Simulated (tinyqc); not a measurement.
Frequency dispersion of an accumulation capacitance by border traps, distributed model: one step of the calculation.

Traps spread evenly through the insulator exchange electrons with the semiconductor by tunnelling, with tau(x) = t0 exp(2 ka x) at depth x from the interface. The admittance per area Y seen at depth x obeys dY/dx = -Y^2/(i w eps0 eox) + q Nb ln(1 + i w tau)/tau, with Y(0) = i w Cs and w = 2 pi f; the gate sees Y(tox) = G + i w C. Working variable y = Y/(i w), in uF/cm^2. Cox = eps0 eox/tox.

Problem. Capacitance and conductance at the gate. Beyond xe the traps are ignored, so 1/y(tox) = 1/y(xe) + (tox - xe)/(eps0 eox); C = Re y, G/w = -Im y, loss tangent G/(w C).

Inputs (values chosen for the exercise); permittivity close to that of zirconium oxide: relative permittivity of the insulator eox = 22.6; insulator thickness tox = 3.7 nm; depth down to which the steps are taken xe = 0.79 nm.

Constants: eps0 = 8.8541878128e-14 F/cm where lengths are in cm. Results are converted to the units shown.

y at xe = 3.1609855-0.0533171i uF/cm^2

Wanted: y at the gate; C; G/w; loss tangent.

Solution.

y at the gate = 2.166-0.025i uF/cm^2
C = 2.166 uF/cm^2
G/w = 0.02502 uF/cm^2
loss tangent = 0.01155

Numbers from tinyqc (`OMP_NUM_THREADS=1 python tinyqc.py 2202229 2202230 out.jsonl`; about 0.3 s on one thread of a shared Intel Xeon 2.30GHz).
